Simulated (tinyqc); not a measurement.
# Strained alloy layer of InAs and GaAs on (001) InP, model-solid band line-up: transition against well width

The layer is x parts of the first compound and 1 - x of the second, grown coherently on the third as substrate and barrier. Rows of the table: lattice constant a, average valence level Ea on an absolute scale, spin-orbit splitting so, gaps at Gamma, X and L, hydrostatic deformation potentials av and ac (Gamma), shear potential b, elastic constants, electron and heavy-hole (along z) masses. All are interpolated linearly in x; gaps get -C x (1 - x), taken wholly in the conduction band; real line-ups can differ from this model by 0.1 eV or more.

In-plane strain e = (a_substrate - a)/a, e_z = -2 (c12/c11) e, volume change 2 e + e_z. With v = 2 e + e_z and d = 2 b (e_z - e): Eav = Ea + av v; E_hh = Eav + so/3 - d/2; E_lh = Eav - so/6 + d/4 + sqrt(so^2 + so d + 9 d^2/4)/2; E_c = Ea + so/3 + EG + ac v (Gamma). Substrate: E_v = Ea + so/3, E_c = E_v + EG. Well depths: dEc = E_c(substrate) - E_c, dEhh = E_hh - E_v(substrate), dElh likewise; strained Gamma gap E_c - max(E_hh, E_lh); positive values confine carriers in the layer. Lowest level of a finite well of width Lw and depth V: kw Lw/2 = arctan(sqrt((mw/mb)(V - E)/E)), kw = sqrt(mw E/C), C = hbar^2/(2 m0), for electrons (dEc) and heavy holes (dEhh), mb from the substrate; transition E_c - E_hh + both levels, without exciton binding; wavelength h c/E.

Parameters, values chosen for the exercise:
- x = 0.77 (fraction of the first compound in the layer)
- CG = 0.477 eV (bowing of the Gamma gap)
- CX = 1.4 eV (bowing of the X gap)
- CL = 0.33 eV (bowing of the L gap)

Constants: q = 1.602176634e-19 C, hbar = 1.054571817e-34 J s, h = 6.62607015e-34 J s, m0 = 9.1093837015e-31 kg, c = 299792458 m/s, hbar^2/(2 m0) = 0.0380998212 eV nm^2. Results are converted to the units shown.

Binary compounds, values chosen for the exercise:
```
              close to InAs  close to GaAs  close to InP
a (angstrom)          6.058          5.653         5.869
Ea (eV)               -6.67          -6.92         -7.04
so (eV)               0.379          0.344          0.11
EG (eV)               0.349           1.44          1.33
EX (eV)                1.38           1.87          2.19
EL (eV)                1.07           1.72          1.93
av (eV)               0.989           1.15          1.27
ac (eV)               -5.15          -7.07          -5.1
b (eV)                -1.78          -1.68         -1.69
c11 (GPa)              83.2            120          99.6
c12 (GPa)              44.9           54.4          56.4
me (m0)              0.0229         0.0669        0.0795
mh (m0)               0.333          0.352          0.53
```

Transition against well width:
```
Lw (nm)  electron level (meV)  heavy-hole level (meV)  transition energy (eV)  wavelength (nm)
1.5                     248.7                   145.1                  0.9555             1298
2.1                     210.4                   98.27                  0.8703             1425
3                       165.4                   61.22                  0.7883             1573
4.3                     121.6                   35.96                  0.7192             1724
6.1                     85.01                   20.53                  0.6672             1858
8.7                     55.91                   11.22                  0.6288             1972
12                      36.56                   6.331                  0.6045             2051
18                      20.24                   3.002                  0.5849             2120
25                      12.03                   1.615                  0.5753             2155
```

The wavelength rises from 1298 to 2155 nm, towards 2208 nm for E_c - E_hh alone. The electron level goes as Lw^(-0.50) in the thinnest wells, where it reaches 75.9 % of the depth dEc = 328 meV, and as Lw^(-1.58) in the widest. One monolayer (a/2) more shifts the transition by about -20 meV at Lw = 3 nm. For Lw = 6.1, 8.7, 12, 18, 25 the layer exceeds hc = 4.94 nm, the single-layer Matthews-Blakeslee thickness for this strain (a capped well tolerates about twice as much). For Lw = 1.5, 2.1, 3 the electron level exceeds 150 meV, where non-parabolicity lowers it.

Program tinyqc, `OMP_NUM_THREADS=1 python tinyqc.py 2690014 2690015 out.jsonl`; Intel Xeon 2.30GHz, shared host, one thread, about 0.01 s.
